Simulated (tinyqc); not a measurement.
From results back to parameters: valence-band offset from core levels. Four cases, with inputs chosen for the exercise.

Problem. At an interface of A and B the binding energy of the core level of B exceeds that of A by dCL. Binding energy of a core level = (EF - Ev) + CL, with one Fermi level for both sides. Find dEv = Ev(A) - Ev(B) and dEc = Eg2 - Eg1 - dEv with the corrected (second) gaps.

Case 1.

Values chosen (out of a larger set: gaps near those of Si and Ge; not measured data): CL = (45.89, 92.77) eV (depth of a core level below the valence top in bulk A and bulk B); Eg1 = (0.62, 1.15) eV (gap of A: semi-local value, corrected value); Eg2 = (0.1, 0.76) eV (gap of B: semi-local value, corrected value).

dCL = 46.4237 eV

Case 2.

Values chosen (out of a larger set: gaps near those of InAs and GaSb; not measured data): CL = (20.86, 75.74) eV (depth of a core level below the valence top in bulk A and bulk B); Eg1 = (0.05, 0.42) eV (gap of A: semi-local value, corrected value); Eg2 = (0.1, 0.8) eV (gap of B: semi-local value, corrected value).

dCL = 54.3807 eV

Case 3.

Values chosen (out of a larger set: gaps near those of Si and Ge; not measured data): CL = (15.69, 42.88) eV (depth of a core level below the valence top in bulk A and bulk B); Eg1 = (0.6, 1.12) eV (gap of A: semi-local value, corrected value); Eg2 = (0.1, 0.74) eV (gap of B: semi-local value, corrected value).

dCL = 26.5407 eV

Case 4.

Values chosen (out of a larger set: gaps near those of InAs and GaSb; not measured data): CL = (88.49, 60.16) eV (depth of a core level below the valence top in bulk A and bulk B); Eg1 = (0.05, 0.41) eV (gap of A: semi-local value, corrected value); Eg2 = (0.1, 0.81) eV (gap of B: semi-local value, corrected value).

dCL = -28.8018 eV

Find: dEv; dEc.

Solution. dCL = (EF - Ev(B)) + CL_B - (EF - Ev(A)) - CL_A = dEv + CL_B - CL_A; the Fermi level drops out.

Case 1.

dEv = -0.46 eV
dEc = 0.07 eV

Case 2.

dEv = -0.50 eV
dEc = 0.88 eV

Case 3.

dEv = -0.65 eV
dEc = 0.27 eV

Case 4.

dEv = -0.47 eV
dEc = 0.87 eV

Computed by tinyqc, one run a case: `OMP_NUM_THREADS=1 python tinyqc.py N N+1 out.jsonl` with N = 1850731, 1850737, 1850746, 1850793; one thread of a shared Intel(R) Xeon(R) Processor @ 2.30GHz, about 0.01 s a run at most.
